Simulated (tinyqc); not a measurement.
# From hyperfine ratio A/A_0 back to shear deformation potential Xi_u

Model: valley-orbit splitting of a donor ground state, with strain. Computed by tinyqc, a small Python program. Command: `OMP_NUM_THREADS=1 python tinyqc.py 3020676 3020677 out.jsonl valleyorbit inv`. One thread of a shared host (Intel(R) Xeon(R) Processor @ 2.30GHz), about 0.01 s of CPU time with the checks.

The basis is the 1s envelope in each valley; energies are counted from the unstrained conduction-band edge. The strain is e_s (a a^T - 1/3) for the unit stress axis a, so valley j along n_j moves by Xi_u e_s w_j with w_j = (n_j.a)^2 - 1/3: +1/3 for [111] and [-1-11], -1/3 for the others.

Inputs (values chosen for the exercise, for a model many-valley semiconductor):
```
quantity                             value  unit
single-valley binding energy E_0      11.7   meV
central-cell shift Lambda             0.71   meV
coupling Delta_1                      0.13   meV
shear strain e_s                  -0.00013     -
```

Valleys: four along <111>. Stress axis: [110].

Method. H_jj = -(E_0 + Lambda) + Xi_u e_s w_j; H_jk = -Delta_1 between any two valleys. Diagonalise H; the ground vector has positive components. The density at the nucleus, and so the contact hyperfine coupling, scales as (sum_j c_j)^2/(number of valleys), which is 1 without strain; the envelopes are held fixed.

Task: A run gave the result below. Find the shear deformation potential Xi_u, known to lie between 13 and 23 eV.

hyperfine ratio A/A_0 = 0.6769182

Result:

Each step takes the trial c = (a f_b - b f_a)/(f_b - f_a), f being the result less the target and a, b, c the logarithms of the listed values; c replaces end b, the old b replaces a if the sign of f changed, and otherwise f_a is halved.

Scan of the range:
```
shear deformation potential Xi_u (eV)  hyperfine ratio A/A_0
13.0                                                0.709529
14.3                                                0.693452
15.7                                                0.678492
17.3                                                0.663837
19.0                                                0.650566
20.9                                                0.637968
23.0                                                0.626211
```

False position (Illinois rule, in the logarithm of the input) inside the bracket:
```
step    end a    end b    trial  hyperfine ratio A/A_0
1     15.7000  17.3000  15.8645               0.676874
2     15.7000  15.8645  15.8558               0.676960
3     15.8645  15.8558  15.8600               0.676918
4     15.8558  15.8600  15.8600               0.676918
```

Hyperfine ratio A/A_0 falls at every point of a 13-point scan of the range (every second point is shown), so one value fits; it is bracketed by 15.7 and 17.3. Answer: shear deformation potential Xi_u = 15.86 eV.
